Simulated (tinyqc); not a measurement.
# Input admittance of a MOSFET at zero drain bias: distributed channel and distributed gate, step by step

Numbers from tinyqc (`OMP_NUM_THREADS=1 python tinyqc.py 2262058 2262059 out.jsonl`; about 0.01 s on one thread of a shared Intel Xeon 2.30GHz). Printed values are rounded.

Source and drain grounded, strong inversion, w = 2 pi f, Cox = eps0 eox/tox. The channel is an RC line of resistance 1/(mu Cox Vo) per square fed from both ends, so one finger has the intrinsic admittance y = i w Cox L tanh(g)/g per width, g = (1/2) sqrt(i w tau), tau = L^2/(mu Vo). The vertical resistance rv/L is in series with y, the overlaps 2 i w Cov in parallel: y_t = 1/(1/y + rv/L) + 2 i w Cov. The gate strip is a line of Rsh/L per length loaded by y_t, so a finger has Y = y_t Wf tanh(k)/k, k = (Wf/sd) sqrt(y_t Rsh/L); the device has Nf Y.

Inputs (values chosen for the exercise); values of the order met in silicon radio-frequency transistors:
```
symbol  value        unit                                                                 meaning
eox       3.9              relative permittivity of the gate insulator (close to silicon dioxide)
tox       6.2          nm                                                     insulator thickness
L        0.43          um                                                          channel length
Wf        5.8          um                                                            finger width
Nf         32                                                                   number of fingers
mu        190  cm^2/(V s)                                                        channel mobility
Vo       0.51           V                                                          gate overdrive
Rsh       4.5  ohm/square                                            sheet resistance of the gate
rv        5.5    ohm um^2                                  vertical resistivity of the gate stack
sd          2                                       number of ends at which a finger is contacted
Cov      0.36       fF/um                             overlap and fringe capacitance on each side
f          73         GHz                                                               frequency
```

Constants: eps0 = 8.8541878128e-14 F/cm where lengths are in cm. Results are converted to the units shown.

## Low-frequency resistances and capacitance

Low-frequency limits, with c = Cox L and ct = c + 2 Cov: R_strip = Rsh Wf/(3 sd^2 L Nf), R_ch = (c/ct)^2 L/(12 mu Cox Vo Wf Nf), R_vert = (c/ct)^2 rv/(L Wf Nf), C = ct Wf Nf.

parts (ohm): strip 0.1580669, channel 2.114714, vertical 0.04073841
sum = 2.313519 ohm
C = 578.1282 fF
1/(2 pi R C) = 118.9934 GHz

The channel term is the largest, 91.4 % of the sum.

## Admittance of the channel and stack per width

tau, g, c = Cox L, y and y_t as defined.

tau = 19.08153 ps
g = 1.045955+1.045955i
c = 2.394915 fF/um
y = 453.4973+705.5180i uS/um
y_t = 457.139+1027.592i uS/um

w tau = 8.75, and Im y is 0.642 of w c.

## Input impedance of the device

k and Y as defined; Z = 1/(Nf Y) = R + 1/(i w C); Q = |Im Z|/R; signal at the point farthest from a contact |1/cosh k|.

k = 0.2638362+0.1713943i
Nf Y = 89.1989+185.5316i mS
R = 2.104819 ohm
C = 497.9940 fF
Q = 2.079977
signal at the far point = 0.9795685

R is 9.0 % below its low-frequency limit and C is 14 % below its own.
